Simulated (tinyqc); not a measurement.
What each parameter does: configuration-coordinate model of carrier capture at a defect.

Two parabolas of equal curvature k in one coordinate Q: with the carrier free at the band edge, U_f = k Q^2/2; with the carrier trapped, U_t = k (Q - dQ)^2/2 - ET. ER = k dQ^2/2, Huang-Rhys factor S = ER/hw, hw = 0.0646541 sqrt(k/M) eV for k in eV/angstrom^2 and M in u. The curves cross at a height Eb = (ER - ET)^2/(4 ER) above the free minimum.

Multiphonon factor for giving p = ET/hw phonons to the lattice: W = exp(-S (2 nb + 1)) ((nb + 1)/nb)^(p/2) I_p(x), nb = 1/(exp(hw/kT) - 1), x = 2 S sqrt(nb (nb + 1)), I_p the modified Bessel function. Classical limit: W = hw exp(-Eb/kT)/sqrt(4 pi ER kT). At T = 0: exp(-S) S^p/Gamma(p + 1).

Constants: kB = 8.617333262e-05 eV/K.

Values chosen for the exercise (of the size met at a deep level in Si; the results hold for these values, not for the real material):
- ET = 0.36 eV (thermal depth of the level below the band edge)
- ER = 0.1 eV (relaxation energy)
- hw = 0.028 eV (phonon energy of the mode)
- T = 400 K (temperature)

Eb, log10 W and the full width 2.35482 sqrt(ER hw coth(hw/2kT)). Each row changes one parameter from the base and keeps the others.

Results:

| case | Eb (eV) | log10 W | full width (eV) |
|---|---|---|---|
| base | 0.1690 | -2.725 | 0.2008 |
| ET = 0.4 eV | 0.2250 | -3.260 | 0.2008 |
| ER = 0.15 eV | 0.0735 | -1.839 | 0.2459 |
| hw = 0.0336 eV | 0.1690 | -2.569 | 0.2030 |
| T = 430 K | 0.1690 | -2.645 | 0.2074 |

The largest shifts from the base row, up to three for each result and ties (the steps differ in size, so this ranks the rows, not the parameters). Eb (eV): ER -0.0955, ET +0.0560; unchanged at the printed digits by hw and T. log10 W: ER +0.886, ET -0.535, hw +0.157. full width (eV): ER +0.0451, T +0.0067, hw +0.0022; unchanged at the printed digits by ET.

Computed by tinyqc, a small Python program: `OMP_NUM_THREADS=1 python tinyqc.py 1450063 1450064 out.jsonl` (the numbers bound the seed that draws the inputs); one thread of a shared host (Intel(R) Xeon(R) Processor @ 2.30GHz), about 0.01 s for the whole set of steps.
